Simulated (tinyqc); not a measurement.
Size effects in the resistivity of thin metal films and interconnect lines: one step, computed by the program tinyqc.

Electrons lose their drift at surfaces (a share 1 - p of the hits) and at grain boundaries (reflection R), besides bulk scattering. The line sits in a trench with a non-conducting liner on both walls and the bottom; the spacing equals the drawn width.

Problem. Surfaces. Fuchs-Sondheimer film: rho_b/rho = 1 - (3/(2 kappa))(1 - p) int_0^1 (s - s^3)(1 - exp(-kappa/s))/(1 - p exp(-kappa/s)) ds, f = rho/rho_b, kappa = thickness/lambda, 80 Gauss-Legendre points. Line: the excess of a film of thickness w_m and of a film of thickness h_m are added, rho/rho_b = 1 + (f(w_m) - 1) + (f(h_m) - 1), an estimate that holds best when both sides exceed lambda.

Inputs (values chosen for the exercise, modelled on copper): bulk mean free path lambda = 40 nm; specularity p = 0.

Geometry: line.

metal width w_m = 87.4 nm

metal height h_m = 201.8 nm

Give: kappa = w_m/lambda; f(w_m); f(h_m); rho/rho_b from surfaces.

Solution.

kappa = w_m/lambda = 2.185

f(w_m) = 1.200

f(h_m) = 1.080

rho/rho_b from surfaces = 1.281
